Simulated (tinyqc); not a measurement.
Worked calculation: strain-driven crossing of the Gamma and L valleys in a germanium-like crystal. Values are carried at full precision from step to step, so a last printed digit may differ when a step is redone from the rounded ones.

Biaxial loads: e0 is the in-plane strain e_par and the normal is free. (001): e_perp = -2 (C12/C11) e_par; exx = eyy = e_par, ezz = e_perp, no shear. (111): e_perp = -(2 C11 + 4 C12 - 4 C44)/(C11 + 2 C12 + 4 C44) e_par; exx = eyy = ezz = (2 e_par + e_perp)/3 and exy = eyz = ezx = (e_perp - e_par)/3. (110): e_perp = -(C11 + 3 C12 - 2 C44)/(C11 + C12 + 2 C44) e_par; exx = eyy = (e_par + e_perp)/2, ezz = e_par, exy = (e_perp - e_par)/2, eyz = ezx = 0. Uniaxial loads: a stress along n, scaled so that n.e.n = e0, with exx = s11 sxx + s12 (syy + szz), exy = s44 sxy/2, s11 = (C11 + C12)/((C11 - C12)(C11 + 2 C12)), s12 = -C12/((C11 - C12)(C11 + 2 C12)), s44 = 1/C44.

Constants: kB = 8.617333262e-05 eV/K; hc = 1239.841984 eV nm.

Values chosen for the exercise (near those of Ge, gaps at low temperature; not measured data):
- C11 = 128.5 GPa
- C12 = 48.7 GPa
- C44 = 66.1 GPa
- load = uniaxial [111] (kind of strain)
- e0 = 0.0258 (size of the strain)
- Eg = 0.891 eV (gap at Gamma to the s-like level)
- EgL = 0.734 eV (gap to L)
- Dso = 0.288 eV (spin-orbit splitting)
- ac = -8.35 eV (conduction deformation potential)
- av = 1.22 eV (valence hydrostatic potential)
- b = -2.59 eV (tetragonal shear potential)
- d = -5.34 eV (trigonal shear potential)
- aL = -1.36 eV (hydrostatic potential of the L edge, Xd + Xu/3)
- XuL = 16.31 eV (uniaxial potential, L)
- mG = 0.0429 m0 (mass at Gamma)
- mL = 0.57 m0 (density-of-states mass of the four L valleys together)
- T = 77 K (temperature)

## The strain tensor for a uniaxial [111] load

Form the tensor and its trace.

strain tensor in the cubic axes:
```
          x         y         z
x  0.005840  0.009980  0.009980
y  0.009980  0.005840  0.009980
z  0.009980  0.009980  0.005840
```

tr(e) = 0.017521

## Band edges

Edges from the unstrained valence top: Gamma at Eg + ac tr(e); an L valley with unit axis u at EgL + aL tr(e) + XuL (u.e.u - tr(e)/3), u along [111], [1-1-1], [-11-1], [-1-11]; valence edges are the levels of the 6 x 6 matrix of X, Y, Z times spin with -Dso/3 + l exx + m (eyy + ezz) on the diagonal (cyclic), n exy off it, l = av + 2 b, m = av - b, n = sqrt(3) d. Spin-orbit term (Dso/3) L.sigma on X, Y, Z with (L_k)_ij = -i epsilon_kij: <X+|H|Y+> = -i Dso/3, <X+|H|Z-> = Dso/3, <Y+|H|Z-> = -i Dso/3, <Z+|H|X-> = -Dso/3, <Z+|H|Y-> = i Dso/3, <X-|H|Y-> = i Dso/3, and their conjugates; + and - are the spin along z.

Give the edges and the direct and indirect gaps from the top valence edge.

Gamma edge = 0.7447 eV

L edges (eV): [111] 1.0357, [1-1-1] 0.6017, [-11-1] 0.6017, [-1-11] 0.6017

valence edges from the top (eV): 0.1137  -0.0056  -0.3319

direct and indirect gap (eV): 0.6310  0.4880

The gap is indirect: Gamma lies 143 meV above the lowest L valley. The top two valence edges are 119 meV apart.

## Electrons in the Gamma valley

Non-degenerate, parabolic: share = mG^(3/2)/(mG^(3/2) + (mL^(3/2)/4) sum_i exp(-(E_Li - E_Gamma)/kT)). Also the offset at which four equal L valleys hold half of the electrons, kT ln((mL/mG)^(3/2)), and the wavelength hc/E of the direct gap.

(mL/mG)^(3/2) = 48.43
share in Gamma = 1.20e-09 %
offset for an even split = 25.7 meV
wavelength = 1965 nm

With the L valleys as they lie here, Gamma must be 24 meV below the lowest of them to hold half of the electrons at 77 K; it lies 143 meV above. A direct gap alone is not enough.

## Checks

- Gamma and lowest L edge at e0 = 0.29020, where the linear shifts make them meet (eV): both -0.7546.

Program tinyqc; command `OMP_NUM_THREADS=1 python tinyqc.py 1080938 1080939 out.jsonl`; about 0.01 s on one thread of a shared Intel(R) Xeon(R) Processor @ 2.30GHz.
